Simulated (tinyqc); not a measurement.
Minimum-mode following (dimer method) and harmonic rate on a two-dimensional model surface: one step, computed by the program tinyqc. Command: `OMP_NUM_THREADS=1 python tinyqc.py 3017614 3017615 out.jsonl dimer walk`. One thread of a shared host (Intel(R) Xeon(R) Processor @ 2.30GHz), about 0.01 s of CPU time with the checks.

V(x, y) = h u^2 + t x + (kappa/2)(y + c u)^2 with u = x^2/w^2 - 1; the path runs from the minimum near (-w, 0) to that near (w, 0).

Question. Stationary points. Newton steps x(new) = x - H^-1 grad V (moves limited to 0.3 angstrom) from (-w, 0), (w, 0) and (0, c) give the two minima and the saddle.

Inputs (values chosen for the exercise, for a model surface):
```
quantity                    value           unit
height h                      0.2             eV
half width w                  1.4       angstrom
transverse stiffness kappa    1.6  eV/angstrom^2
curvature c                  0.44       angstrom
tilt t                      0.027    eV/angstrom
```

Surface: curved double well.

Give: positions; energies; barrier from the start.

Answer.

positions (angstrom):
```
             x       y
start   -1.432  -0.020
end      1.366   0.021
saddle   0.066   0.439
```

energies (eV): start -0.0382, end 0.0373, saddle 0.2009

barrier from the start = 0.2391 eV
